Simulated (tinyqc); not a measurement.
Thin film between two gates, subbands and threshold shift from confinement: one step of the calculation.

Undoped body with a flat potential across it, hard walls, transport along x. Three valley pairs (g = 2 each) with the longitudinal mass along x, y or z. Non-parabolicity enters the subband edges through E (1 + al E) = gamma, so E = 2 gamma/(1 + sqrt(1 + 4 al gamma)); motion within a subband is taken as parabolic with the band-edge mass. Energies are counted from the bulk band edge.

Question. Lowest subbands. gamma = C (pi k/(t + dl))^2/mz, C = hbar^2/(2 m0). List the 6 lowest, labelled by valley axis and quantum numbers, with degeneracy g and N_k: N_k = g sqrt(mx my) m0 kB T/(pi hbar^2).

Inputs (values chosen for the exercise); masses close to those of silicon:
- T = 200 K (temperature)
- ml = 0.908 m0 (longitudinal mass)
- mt = 0.19 m0 (transverse mass)
- al = 0 1/eV (non-parabolicity)
- t = 2.7 nm (film thickness (along z))
- dl = 0 nm (widening of the box by penetration into the insulator)

Constants: q = 1.602176634e-19 C, kB = 1.380649e-23 J/K, hbar = 1.054571817e-34 J s, m0 = 9.1093837015e-31 kg, Vt = kB T/q, hbar^2/(2 m0) = 0.0380998212 eV nm^2. Results are converted to the units shown.

Find: E_k; g; N_k.

Answer.

```
subband  E_k (eV)  g  N_k (cm^-2)
z1       0.056808  2    2.7358e12
z2        0.22723  2    2.7358e12
x1        0.27148  2    5.9807e12
y1        0.27148  2    5.9807e12
z3        0.51127  2    2.7358e12
z4        0.90893  2    2.7358e12
```

Range of the model: Levels near or above 1 eV lie beyond real barriers and upper valleys; they are listed for the hard-wall model only. Below about 3 nm the effective-mass picture with bulk masses becomes unreliable.

Numbers from tinyqc (`OMP_NUM_THREADS=1 python tinyqc.py 2350030 2350031 out.jsonl`; about 0.07 s on one thread of a shared Intel Xeon 2.30GHz).
